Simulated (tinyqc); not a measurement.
From results to parameters: two-site tight-binding chain. Computed by the program tinyqc.

Problem. A two-site chain has site energies +delta (A) and -delta (B) and hoppings t1 > t2 > 0, so E = +/- sqrt(delta^2 + |t1 + t2 exp(-ika)|^2). Find delta, t1 and t2.

upper band at k = 0 = 2.445240 eV
upper band at the zone edge = 0.835464 eV
weight of the upper band on site A at the zone edge = 0.595755

Solution. The weight on A is (1 + delta/E)/2, which gives delta; then t1 + t2 = sqrt(E(0)^2 - delta^2) and t1 - t2 = sqrt(E(edge)^2 - delta^2).

delta, t1, t2 (eV): 0.160  1.630  0.810
